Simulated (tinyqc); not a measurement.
## Polarisation and half-bias from two TMR values

Problem. A tunnel junction has TMR = TMR0/(1 + (V/Vh)^2), TMR0 = 2 P1 P2/(1 - P1 P2). Find TMR0, Vh and P2.

Parameters, values chosen for the exercise: spin polarisation of the reference layer P1 = 0.67.

TMR at 0.1 and 0.5 V (%): 103.33192  41.656563

Solution. 1/TMR is linear in V^2, and P1 P2 = TMR0/(2 + TMR0).

TMR0 = 110.1 %
Vh = 0.3900 V
P2 = 0.5300

tinyqc, about 0.01 s, one thread, Intel Xeon 2.30GHz (shared host): `OMP_NUM_THREADS=1 python tinyqc.py 2450118 2450119 out.jsonl`
